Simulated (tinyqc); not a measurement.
Schottky emission and Poole-Frenkel conduction in an insulator, and how to tell them apart: one step of the calculation.

Schottky emission (electrode-limited): J = As T^2 exp[-(pb - b sqrt(F))/Vt], b = sqrt(q/(4 pi eps0 ei)). Poole-Frenkel emission (bulk-limited): J = s0 F exp[-(pt - 2 b sqrt(F))/Vt]. F in V/cm.

Problem. Both currents at one field. Lowerings b sqrt(F) and 2 b sqrt(F); the image-force maximum lies at sqrt(q/(16 pi eps0 ei F)) from the electrode.

Parameters, values chosen for the exercise; dielectric values close to those of aluminium oxide: temperature T = 300 K; high-frequency relative permittivity ei = 3.23; trap depth pt = 1.07 eV; Poole-Frenkel prefactor s0 = 0.095 S/cm; electrode barrier pb = 1.58 eV; Richardson constant As = 64 A/(cm^2 K^2); field F = 0.6 MV/cm.

Constants: q = 1.602176634e-19 C, kB = 1.380649e-23 J/K, Vt = kB T/q, eps0 = 8.8541878128e-14 F/cm where lengths are in cm. Results are converted to the units shown.

Find: Schottky lowering; position of the barrier top; Poole-Frenkel lowering; J, Schottky; J, Poole-Frenkel.

Solution.

Schottky lowering = 163.55 meV
position of the barrier top = 1.3629 nm
Poole-Frenkel lowering = 327.10 meV
J, Schottky = 9.2280e-18 A/cm^2
J, Poole-Frenkel = 1.8867e-8 A/cm^2

Injection and bulk transport act in series, so the smaller capacity limits the current: here the electrode, by a factor of 2.04e9.

Program tinyqc, `OMP_NUM_THREADS=1 python tinyqc.py 2370035 2370036 out.jsonl`; Intel Xeon 2.30GHz, shared host, one thread, about 0.01 s.
